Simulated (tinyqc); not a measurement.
Composition against offsets: model-solid line-up of a strained alloy layer on a substrate.

All values of the alloy are linear in x but the gap, Eg(x) = (1 - x) Eg_A + x Eg_B - C x (1 - x), and the valence edge, Ev(x) = (1 - x) Ev_A + x Ev_B + fv C x (1 - x); Ec = Ev + Eg. Ev is the top of the unstrained valence band on a scale common to all materials. In the layer only the Gamma valley of the conduction band is followed, also where an X or L valley would lie lower.

Coherent growth on a (111) face: e_par = (a_s - a)/a, e_perp = -(2 C11 + 4 C12 - 4 C44)/(C11 + 2 C12 + 4 C44) e_par; exx = eyy = ezz = (2 e_par + e_perp)/3 and exy = eyz = ezx = (e_perp - e_par)/3.

Strained edges: Ec + ac tr(e); the valence edges are Ev plus the levels of the 6 x 6 matrix of X, Y, Z times spin with -Dso/3 + l exx + m (eyy + ezz) on the diagonal (cyclic), n exy off it, l = av + 2 b, m = av - b, n = sqrt(3) d. Spin-orbit term (Dso/3) L.sigma on X, Y, Z with (L_k)_ij = -i epsilon_kij: <X+|H|Y+> = -i Dso/3, <X+|H|Z-> = Dso/3, <Y+|H|Z-> = -i Dso/3, <Z+|H|X-> = -Dso/3, <Z+|H|Y-> = i Dso/3, <X-|H|Y-> = i Dso/3, and their conjugates; + and - are the spin along z.

dEc = Ec(substrate) - Ec(layer), dEv = Ev(layer) - Ev(substrate); positive values confine the carrier in the layer. Type I: both of one sign; type II: opposite signs; type III: the gaps do not overlap.

Values chosen for the exercise (A near GaP, B near InP, substrate near GaAs; shifted at random, so the results belong to these values and not to a real crystal): a = (5.447, 5.874) angstrom (lattice constant of A, B); Eg = (2.911, 1.406) eV (gap at Gamma to the s-like level of A, B); Dso = (0.08, 0.109) eV (spin-orbit splitting of A, B); Ev = (-1.29, -0.94) eV (top of the unstrained valence band of A, B); ac = (-8.14, -6.07) eV (conduction deformation potential of A, B); av = (1.68, 0.59) eV (valence hydrostatic potential of A, B); b = (-1.58, -1.98) eV (tetragonal shear potential of A, B); d = (-4.59, -5) eV (trigonal shear potential of A, B); C11 = (139.6, 101.4) GPa (of A, B); C12 = (62.3, 55.4) GPa (of A, B); C44 = (69.8, 45.9) GPa (of A, B); C = 0.724 eV (bowing of the gap); fv = 0 (share of the bowing taken by the valence edge); a_s = 5.654 angstrom (substrate); Eg_s = 1.534 eV (lowest gap of the substrate); Ev_s = -0.81 eV (substrate valence edge); face = 111 (growth face).

Each composition is strained to the same substrate.

Results:

| x | e_par (%) | relaxed gap (eV) | strained gap (eV) | valence splitting (meV) | dEc (eV) | dEv (eV) | type |
|---|---|---|---|---|---|---|---|
| 0.10 | 2.99 | 2.695 | 2.049 | 329 | -0.353 | -0.161 | I |
| 0.21 | 2.12 | 2.475 | 2.034 | 232 | -0.287 | -0.213 | I |
| 0.33 | 1.18 | 2.254 | 2.022 | 125 | -0.223 | -0.265 | I |
| 0.44 | 0.34 | 2.070 | 2.010 | 32 | -0.174 | -0.302 | I |
| 0.55 | -0.49 | 1.904 | 1.941 | 31 | -0.133 | -0.274 | I |
| 0.66 | -1.31 | 1.755 | 1.845 | 52 | -0.101 | -0.211 | I |
| 0.78 | -2.18 | 1.613 | 1.746 | 60 | -0.076 | -0.136 | I |
| 0.89 | -2.97 | 1.501 | 1.660 | 64 | -0.062 | -0.064 | I |

The alloy matches the substrate at x = 0.485, where the top valence edge changes its character and the splitting passes through zero. The strained gap runs from 2.049 to 1.660 eV, against 2.695 to 1.501 eV for the relaxed alloy: strain takes back part of the change that the composition makes. Strains above 2 % can be kept only in layers of a few nanometres. The line-up is type I throughout, with the layer as the barrier. Where the alloy is indirect its X or L edge, left out, lies lower and sets the real gap and dEc.

tinyqc: `OMP_NUM_THREADS=1 python tinyqc.py 1080738 1080739 out.jsonl`; about 0.02 s, one thread, shared Intel(R) Xeon(R) Processor @ 2.30GHz.
